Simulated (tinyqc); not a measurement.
# Reduced doping and fringe capacitance from two biases

Question. C = eps0 eps_r hr/W + Cf with W = sqrt(2 eps0 eps_r (Vb + V)/(q Nr)), 1/Nr = 1/Na + 1/Nd. Find Cf, W at zero bias and Nr.

Values chosen for this exercise; values close to those of silicon near 1550 nm:
- eps_r = 11.7 (relative permittivity of the semiconductor)
- Vb = 0.98 V (built-in voltage)
- hr = 220 nm (rib height)

Constants: q = 1.602176634e-19 C, eps0 = 8.8541878128e-14 F/cm where lengths are in cm. Results are converted to the units shown.

C at V = 0 and 3 V (pF/m): 317.74375  174.29464

Solution. C is linear in (Vb + V)^(-1/2); the intercept is Cf.

Cf = 33.0 pF/m
W(0) = 80.0 nm
Nr = 1.98e17 cm^-3

Computed by the program tinyqc: `OMP_NUM_THREADS=1 python tinyqc.py 2650021 2650022 out.jsonl`, one thread of a shared Intel Xeon 2.30GHz, about 0.01 s for the whole run.
